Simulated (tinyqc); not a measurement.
# Thermoelectric coefficients of one resonant level, Landauer integrals: effects of single changes

Transmission X(x) = (g/2)^2/[(x - y)^2 + (g/2)^2] with x = (E - EF)/kB T, two spin channels. I_k = int X x^k w dx over all x, w = 1/(4 cosh^2(x/2)).

Parameters, values chosen for the exercise: temperature T = 30 K; full width of the level over kB T g = 1.3; level position (E0 - EF)/kB T y = -4.3; phonon heat conductance in units of pi^2 kB^2 T/(3 h) kp = 0.021.

Constants: q = 1.602176634e-19 C, kB = 1.380649e-23 J/K, h = 6.62607015e-34 J s. Results are converted to the units shown.

Each table varies one quantity; the others keep the values above.

## Effect of the level position

G = (2 q^2/h) I_0, S = -(kB/q) I_1/I_0, L/L0 = [I_2/I_0 - (I_1/I_0)^2]/(pi^2/3), K_e = (2 kB^2 T/h)(I_2 - I_1^2/I_0), ZT = G S^2 T/(K_e + K_ph), K_ph = kp pi^2 kB^2 T/(3 h).

Effect of the level position:

| y | G (uS) | S (uV/K) | L/L0 | ZT | ZT without phonons |
|---|---|---|---|---|---|
| 0.5 | 27.73 | -30.86 | 0.2243 | 0.1537 | 0.1738 |
| 1.2 | 23.07 | -72.91 | 0.2649 | 0.7250 | 0.8216 |
| 1.9 | 17.01 | -112.0 | 0.3472 | 1.300 | 1.480 |
| 2.7 | 10.90 | -150.6 | 0.5088 | 1.591 | 1.825 |
| 3.4 | 7.079 | -176.7 | 0.7232 | 1.524 | 1.766 |
| 4.1 | 4.561 | -193.4 | 1.007 | 1.292 | 1.521 |
| 4.8 | 2.979 | -199.7 | 1.339 | 1.013 | 1.219 |
| 5.6 | 1.897 | -194.3 | 1.713 | 0.7211 | 0.9016 |
| 6.3 | 1.332 | -180.5 | 1.966 | 0.5174 | 0.6782 |
| 7 | 0.9741 | -161.5 | 2.101 | 0.3638 | 0.5084 |

Read the table: what changes, and by how much?

G falls from 27.7 to 0.974 uS; |S| goes from 30.9 through a maximum of 200 (at y = 4.8 among the rows listed) to 162 uV/K: far from the level its Lorentzian tail at EF carries the current, and S falls back towards the Mott value. L/L0 rises from 0.224 to 2.10, and ZT goes from 0.154 through a maximum of 1.59 (at y = 2.7 among the rows listed) to 0.364.

## Effect of the level width

Same model as above.

Effect of the level width:

| g | G (uS) | S (uV/K) | L/L0 | ZT | ZT without phonons |
|---|---|---|---|---|---|
| 0.042 | 0.06994 | 358.9 | 0.1428 | 0.4476 | 36.92 |
| 0.1 | 0.1744 | 344.1 | 0.3082 | 0.9743 | 15.72 |
| 0.25 | 0.4853 | 311.8 | 0.6121 | 1.739 | 6.501 |
| 0.6 | 1.422 | 258.3 | 0.9476 | 1.798 | 2.883 |
| 1.4 | 4.466 | 190.1 | 1.102 | 1.152 | 1.342 |
| 3.5 | 15.59 | 115.0 | 1.023 | 0.5034 | 0.5291 |
| 8.4 | 40.08 | 55.20 | 0.9324 | 0.1309 | 0.1338 |
| 20 | 64.65 | 18.00 | 0.9476 | 0.01381 | 0.01399 |

ZT without phonons falls from 36.9 to 0.0140, while ZT with phonons goes from 0.448 through a maximum of 1.80 (at g = 0.6 among the rows listed) to 0.0138; L/L0 moves up and down between 0.143 and 1.10. A narrow level filters energy well but conducts little, so a fixed phonon conductance sets a best width.

Program tinyqc, `OMP_NUM_THREADS=1 python tinyqc.py 2800005 2800006 out.jsonl`; Intel Xeon 2.30GHz, shared host, one thread, about 0.02 s.
